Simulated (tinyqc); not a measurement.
Inside a calculation. Model: deep-level transient spectroscopy.

Program tinyqc, `OMP_NUM_THREADS=1 python tinyqc.py 2050103 2050104 out.jsonl`; Intel Xeon 2.30GHz, shared host, one thread, about 0.01 s. Printed values are rounded.

Schottky contact on an n-type layer with shallow donors Nd (all ionised) and a donor-like deep trap, neutral when filled and positive when empty; depletion approximation. Traps within lam of the depletion edge stay filled. A long pulse to Vp fills the traps beyond x1 = Wp - lam; back at Vr those between x1 and x2 = Wr - lam emit. A rate window reads S = C(t2) - C(t1).

Values chosen for this exercise; material values close to those of gallium nitride:

| symbol | value | unit | meaning |
|---|---|---|---|
| eps_r | 9.48 |  | relative permittivity |
| Nc | 2.3e18 | cm^-3 | conduction-band density of states at 300 K |
| vth | 2.6e7 | cm/s | thermal velocity at 300 K |
| Nd | 8.3e16 | cm^-3 | shallow donor density |
| Vbi | 1.18 | V | built-in voltage |
| Et | 0.11 | eV | depth of the trap below the conduction edge |
| sn | 1.1e-17 | cm^2 | capture cross-section |
| Nt | 3.4e14 | cm^-3 | trap density |
| Vr | 2.8 | V | reverse bias |
| Vp | 0.3 | V | reverse bias during the filling pulse |
| t1 | 5 | ms | first sampling time |
| t2 | 12.5 | ms | second sampling time |
| T | 102 | K | temperature of the transient |

Constants: q = 1.602176634e-19 C, kB = 1.380649e-23 J/K, eps0 = 8.8541878128e-14 F/cm where lengths are in cm. Results are converted to the units shown.

Range of the model: Below about 110 K shallow donors begin to freeze out, which the model ignores.

## Emission rate and rate window

Emission rate en = sn vth(T) Nc(T) exp(-Et/kB T) = sn g T^2 exp(-Et/kB T), g = vth Nc/(300 K)^2, as vth goes as T^0.5 and Nc as T^1.5 (degeneracy factor 1). For an exponential transient S peaks where en = ew = ln(t2/t1)/(t2 - t1).

g = 6.64444e20 cm^-2 s^-1 K^-2
en = 279.252 1/s
1/en = 3.58099 ms
ew = 122.172 1/s

## Widths

lam = sqrt(2 eps0 eps_r (EF - ET)/(q Nd)), EF - ET = Et - (kB T/q) ln(Nc(T)/Nd), Nc(T) = Nc (T/300 K)^1.5. In the steady state at the band bending V, 2 eps0 eps_r V/q = Nd W^2 + Nt (W - lam)^2 (the second term only if W > lam). V = Vbi + Vr gives Wr and V = Vbi + Vp gives Wp; x1 = max(Wp - lam, 0).

lam = 34.6354 nm
Wr = 223.824 nm
Wp = 136.532 nm
x1 = 101.897 nm
x2 = 189.188 nm
G = (x2^2 - x1^2)/Wr^2 = 0.507201

The rule Nt = 2 Nd |dC|/C assumes G = 1 and would understate Nt by a factor of about 1/G = 1.97 here (the limit of small Nt/Nd).

## The transient

t, sample 0 to 6 (ms): 0  2.5  5  8.75  12.5  25  62.5

W(t)^2 = Wr^2 + (Nt/Nd)(x2^2 - x1^2) exp(-en t), C = eps0 eps_r/W; for small Nt, dC/C = -(Nt/2 Nd) G exp(-en t) with G = (x2^2 - x1^2)/Wr^2. S = C(t2) - C(t1).

```
sample  C (nF/cm^2)  C - C(final) (pF/cm^2)
0           37.4628                -38.8978
1           37.4823                -19.3674
2           37.4921                 -9.6393
3           37.4983                 -3.3835
4           37.5005                 -1.1874
5           37.5017                 -0.0362
6           37.5017                  0.0000
```

S = 8.45186 pF/cm^2

## Step 1: peak temperature

T at the start = 300 K

Fixed-point step for en(T) = ew: T(new) = (Et q/kB)/ln(sn g T^2/ew), g = vth Nc/(300 K)^2.

T after step 1 = 82.3601 K

## Course of the iteration for the peak temperature

Start from 300 K; stop when T changes by less than 1e-8 K.

Course of the iteration:
```
step    T (K)  change (K)
1     82.3601         218
2     98.8489        16.5
3     96.1319        2.72
4     96.5371       0.405
5     96.4758      0.0614
6     96.4850     9.28e-3
7     96.4836     1.40e-3
8     96.4838     2.12e-4
9     96.4838     3.20e-5
10    96.4838     4.84e-6
11    96.4838     7.32e-7
12    96.4838     1.11e-7
13    96.4838     1.67e-8
14    96.4838     2.53e-9
```

Converged in 14 steps; each multiplies the error by -2 kB T/Et = -0.15.
